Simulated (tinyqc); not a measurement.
Hartree-Fock atom on a uniform radial grid, spin-unpolarised, for Li+, step by step. Computed by tinyqc, a small Python program that keeps every step. Settings: Z = 3, points = 192, R = 9.1, functional = hf2, mixing = 0.6, iteration cap = 89. Command: `OMP_NUM_THREADS=1 python tinyqc.py 27837 27838 out.jsonl` (the two numbers bound the seeds that draw the settings). One thread of a shared host (Intel(R) Xeon(R) Processor @ 2.60GHz), about 0.1 s of CPU time with the checks. Later iterations appear only in the table of the cycle.

## Iteration 1

Spherical atom on a uniform radial grid r_j = j h with h = R/(N + 1), h sum u^2 = 1 and integrals as h times sums, u(0) = u(R) = 0 (atomic units):
```
parameter,value
Z,3
points N,192
R,9.100000
h,0.047150
mixing,0.600000
electrons in 1s,2
```

Three-point differences turn -u''/2 + [l(l+1)/2r^2 - Z/r + V] u = e u into a tridiagonal matrix (diagonal 1/h^2 + potential, off-diagonal -1/2h^2). D = sum f u^2; the Hartree potential y/r solves y'' = -D/r with y(0) = 0, y(R) = N_e; for two electrons in one orbital exchange is -V_H/2 (Hartree-Fock); E = sum f e - int D V + int D (V_H/2 + eps_xc); V(new) = V + mixing (V_H + v_xc - V).

eigenvalues (hartree): 1s -4.477713

Every 12th grid point:
```
r,V in,u(1s),D,V_H,v_xc
0.565803,0.000000,1.077673,2.322760,3.213335,-1.606668
1.131606,0.000000,0.396989,0.315200,1.758528,-0.879264
1.697409,0.000000,0.109681,0.024060,1.177988,-0.588994
2.263212,0.000000,0.026936,0.001451,0.883691,-0.441845
2.829016,0.000000,0.006202,0.000077,0.706959,-0.353480
3.394819,0.000000,0.001371,3.76e-06,0.589133,-0.294567
3.960622,0.000000,0.000295,1.74e-07,0.504971,-0.252486
4.526425,0.000000,0.000062,7.69e-09,0.441850,-0.220925
5.092228,0.000000,0.000013,3.30e-10,0.392755,-0.196378
5.658031,0.000000,2.63e-06,1.38e-11,0.353480,-0.176740
6.223834,0.000000,5.33e-07,0,0.321345,-0.160673
6.789637,0.000000,1.07e-07,0,0.294567,-0.147283
7.355440,0.000000,2.14e-08,0,0.271908,-0.135954
7.921244,0.000000,4.23e-09,0,0.252486,-0.126243
8.487047,0.000000,8.11e-10,0,0.235653,-0.117827
9.052850,0.000000,3.90e-11,0,0.220925,-0.110462
```

total energy = -7.08419728 hartree

## Iteration 2

As before.

eigenvalues (hartree): 1s -3.376929

Every 12th grid point:
```
r,V in,u(1s),D,V_H,v_xc
0.565803,0.964001,1.076635,2.318287,3.127927,-1.563963
1.131606,0.527558,0.465071,0.432582,1.751559,-0.875780
1.697409,0.353396,0.154854,0.047960,1.177539,-0.588770
2.263212,0.265107,0.046346,0.004296,0.883664,-0.441832
2.829016,0.212088,0.013080,0.000342,0.706958,-0.353479
3.394819,0.176740,0.003557,0.000025,0.589133,-0.294567
3.960622,0.151491,0.000943,1.78e-06,0.504971,-0.252486
4.526425,0.132555,0.000245,1.20e-07,0.441850,-0.220925
5.092228,0.117827,0.000063,7.90e-09,0.392755,-0.196378
5.658031,0.106044,0.000016,5.07e-10,0.353480,-0.176740
6.223834,0.096404,4.00e-06,3.20e-11,0.321345,-0.160673
6.789637,0.088370,9.96e-07,0,0.294567,-0.147283
7.355440,0.081572,2.47e-07,0,0.271908,-0.135954
7.921244,0.075746,6.06e-08,0,0.252486,-0.126243
8.487047,0.070696,1.42e-08,0,0.235653,-0.117827
9.052850,0.066277,7.62e-10,0,0.220925,-0.110462
```

total energy = -7.18292334 hartree

## Convergence

Stop when input and output potentials agree to 1e-7.

Course of the cycle (hartree):
```
iteration,E,e(1s),largest |V(out) - V(in)|
1,-7.08419728,-4.477713,2.97e+00
2,-7.18292334,-3.376929,9.85e-01
3,-7.19511924,-2.991038,3.21e-01
4,-7.19638910,-2.853824,1.05e-01
5,-7.19651316,-2.804261,3.48e-02
6,-7.19652522,-2.786068,1.24e-02
7,-7.19652643,-2.779289,4.63e-03
8,-7.19652656,-2.776729,1.77e-03
9,-7.19652657,-2.775752,6.83e-04
10,-7.19652657,-2.775376,2.66e-04
11,-7.19652657,-2.775229,1.04e-04
12,-7.19652657,-2.775172,4.10e-05
13,-7.19652657,-2.775150,1.62e-05
14,-7.19652657,-2.775141,6.39e-06
15,-7.19652657,-2.775138,2.53e-06
16,-7.19652657,-2.775136,1.00e-06
17,-7.19652657,-2.775136,3.97e-07
18,-7.19652657,-2.775136,1.57e-07
19,-7.19652657,-2.775136,6.24e-08
```

Converged in 19 iterations. A uniform grid resolves the cusp poorly: for a bare nucleus this grid gives 1s at -4.47771 against -Z^2/2 = -4.5 hartree. Before convergence this energy mixes input and output and is not variational, so it may rise towards its limit.
